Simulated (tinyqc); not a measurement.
Inside a calculation. Model: ellipsometry and reflectance of a transparent film on an absorbing substrate.

Computed by the program tinyqc: `OMP_NUM_THREADS=1 python tinyqc.py 2870123 2870124 out.jsonl`, one thread of a shared Intel Xeon 2.30GHz, about 0.01 s for the whole run. Printed values are rounded.

Air (index 1), film, substrate with N2 = n2 - i k2; time factor exp(+i w t). q_j = sqrt(N_j^2 - sin^2 th), root with positive real part. Fresnel coefficients r_s = (q_a - q_b)/(q_a + q_b), r_p = (N_b^2 q_a - N_a^2 q_b)/(N_b^2 q_a + N_a^2 q_b). tan(Psi) exp(i Delta) = R_p/R_s, Delta taken from 0 to 360 degrees.

Parameters, values chosen for the exercise; indices close to those of a porous low-k film on silicon:
```
symbol,value,unit,meaning
lam,800,nm,wavelength
th,65,degrees,angle of incidence
n1,1.288,,index of the transparent film
d,4.8,nm,film thickness
n2,3.692,,index of the substrate
k2,0.0065,,extinction coefficient of the substrate
```

## Interface coefficients and thickness period

q0, q1, q2 and the coefficients r01 and r12 for p and s; the results repeat in d with the period lam/(2 q1).

q0 = 0.422618
q1 = 0.915178
q2 = 3.57903-0.00671i
r01,p = -0.132451
r01,s = -0.368187
r12,p = 0.355053-0.000720i
r12,s = -0.592731+0.000608i
period = 437.074 nm

## Psi, Delta and reflectances

beta = 2 pi d q1/lam, X = exp(-2 i beta), R = (r01 + r12 X)/(1 + r01 r12 X) for p and s.

beta = 0.0345014 rad
X = 0.997620-0.068948i
R_p = 0.232524-0.027253i
R_s = -0.788235+0.024175i
Psi = 16.5347 degrees
Delta = 175.072 degrees
|R_p|^2 = 0.0548100
|R_s|^2 = 0.621899

The bare substrate gives Psi = 16.50 and Delta = 179.83 degrees.
